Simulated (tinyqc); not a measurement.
Worked calculation: Jacobi rotations on a symmetric matrix. One step of it, computed by the program tinyqc.

Question. Jacobi rotation 3. Take the largest off-diagonal element A_pq; tan 2 theta = 2 A_pq / (A_qq - A_pp) with |theta| <= pi/4; A' = J^T A J with J_pp = J_qq = cos, J_pq = sin, J_qp = -sin.

A', lower triangle:
```
           1         2          3         4
1  -0.865934
2   0.424566  2.430000
3   0.227936  0.711727   3.109825
4   0.000000  0.462324  -0.827648  3.476109
```

Give: p, q, theta; A'.

Answer.

p, q, theta (rad): 3.000  4.000  -0.677

A', lower triangle:
```
        1       2      3      4
1  -0.866
2   0.425   2.430
3   0.178   0.844  2.445
4  -0.143  -0.085  0.000  4.141
```
